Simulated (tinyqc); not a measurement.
# Schottky diode by thermionic emission with image-force lowering and series resistance: current against voltage

Metal on an n-type semiconductor with one parabolic valley; V > 0 is forward bias (metal positive). I = I0 [exp(Vj/(n Vt)) - 1] with Vj = V - I Rs; I0 = S A* T^2 exp(-(phi - dphi)/Vt), the lowering dphi taken at zero bias.

A* = 4 pi q me m0 kB^2/h^3 (times 1e-4 for A/(cm^2 K^2)); Nc = 2 (2 pi me m0 kB T/h^2)^1.5 (times 1e-6 for cm^-3); xi = Vt ln(Nc/Nd), Vbi = phi - xi; surface field Em = sqrt(2 q Nd (Vbi - V - Vt)/(eps0 eps_r)); dphi = sqrt(q Em/(4 pi eps0 eps_r)). The apparent ideality is (dV/d ln I)/Vt.

Inputs (values chosen for the exercise); band and dielectric values those of a made-up semiconductor:

| symbol | value | unit | meaning |
|---|---|---|---|
| T | 350 | K | temperature |
| me | 0.0464 | m0 | electron mass |
| eps_r | 10.6 |  | relative permittivity |
| phi | 0.45 | eV | barrier height seen from the metal |
| Nd | 3.4e15 | cm^-3 | donor density |
| S | 2.2e-5 | cm^2 | area |
| n | 1.17 |  | ideality factor |
| Rs | 17 | ohm | series resistance |

Constants: q = 1.602176634e-19 C, kB = 1.380649e-23 J/K, h = 6.62607015e-34 J s, m0 = 9.1093837015e-31 kg, Vt = kB T/q, eps0 = 8.8541878128e-14 F/cm where lengths are in cm. Results are converted to the units shown.

Result of one run:

| I (A) | Vj (V) | apparent ideality |
|---|---|---|
| 0.015552 | 0.26561 | 9.9355 |

Which applied bias V gave this result: 0.29, 0.41, 0.47, 0.53 or 0.59 V?

V = 0.53 V.

The whole series:

| V (V) | I (A) | Vj (V) | apparent ideality |
|---|---|---|---|
| 0.05 | 2.5750e-5 | 0.049562 | 0.89729 |
| 0.11 | 1.6626e-4 | 0.10717 | 1.2076 |
| 0.17 | 7.2294e-4 | 0.15771 | 1.5641 |
| 0.23 | 0.0020771 | 0.19469 | 2.3361 |
| 0.29 | 0.0041660 | 0.21918 | 3.5158 |
| 0.35 | 0.0067082 | 0.23596 | 4.9496 |
| 0.41 | 0.0095132 | 0.24828 | 6.5311 |
| 0.47 | 0.012480 | 0.25785 | 8.2033 |
| 0.53 | 0.015552 | 0.26561 | 9.9355 |
| 0.59 | 0.018700 | 0.27211 | 11.709 |

I rises from 2.58e-5 to 0.0187 A, and the apparent ideality rises from 0.897 to 11.7, against n = 1.17. It starts below n because the -1 in the diode law still counts there. From V = 0.23 V on, I Rs exceeds n Vt and the resistance bends the curve. In 5 of the 10 rows Vj is within 3 Vt of Vbi or past it, where the depletion layer is gone and the emission formula overstates the current.

tinyqc, about 0.01 s, one thread, Intel Xeon 2.30GHz (shared host): `OMP_NUM_THREADS=1 python tinyqc.py 2640007 2640008 out.jsonl`
